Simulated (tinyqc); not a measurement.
Ways to converge the cycle: SCF convergence aids in the sto-3g basis, for BeH2, spin multiplicity 1. Computed by the program tinyqc with PySCF. RHF with one setting changed at a time; a run stops when the energy changes by less than 1e-09 hartree and the error matrix is below 1e-5. The start is the Wolfsberg-Helmholz matrix. Damping d keeps d of the old density; a shift (hartree) raises the virtual levels; DIIS n extrapolates F over n matrices.

Geometry (angstrom):
```
atom,x,y,z
Be,0.0000,0.0000,0.0000
H,0.0000,1.5170,0.0000
H,0.0000,-1.4760,0.0000
```

lowest restricted solution found by these runs and by PySCF = -15.532901 hartree

Largest element of the error matrix X^T (FDS - SDF) X:
```
iteration,plain,damping 0.3,damping 0.6,shift 0.4,DIIS 3,DIIS 8
1,1.5e-01,1.5e-01,1.5e-01,1.5e-01,1.5e-01,1.5e-01
2,1.8e-02,5.7e-02,9.6e-02,5.3e-02,1.8e-02,1.8e-02
3,3.8e-03,2.3e-02,6.3e-02,1.9e-02,2.4e-03,2.4e-03
4,9.4e-04,9.5e-03,4.1e-02,7.3e-03,1.3e-04,1.3e-04
5,2.5e-04,4.0e-03,2.7e-02,2.9e-03,2.8e-06,1.2e-06
6,6.5e-05,1.8e-03,1.8e-02,1.2e-03,2.7e-07,1.0e-07
8,4.7e-06,3.7e-04,7.9e-03,2.4e-04,-,-
10,-,8.0e-05,3.5e-03,5.9e-05,-,-
14,-,4.2e-06,7.4e-04,-,-,-
20,-,-,7.8e-05,-,-,-
30,-,-,2.2e-06,-,-,-
```

How each run ends:
```
run,iterations,E (hartree),state
plain,8,-15.53290,lowest found
damping 0.3,17,-15.53290,lowest found
damping 0.6,35,-15.53290,lowest found
shift 0.4,13,-15.53290,lowest found
DIIS 3,6,-15.53290,lowest found
DIIS 8,6,-15.53290,lowest found
```

What does the comparison show, and why?

6 of 6 runs reach the lowest restricted solution found, in 6 to 35 iterations (fastest: DIIS 3, DIIS 8). Plain steps already contract here, so damping only slows them. DIIS 3 and DIIS 8 gain by cancelling the error over several earlier matrices, much as a quasi-Newton step does.
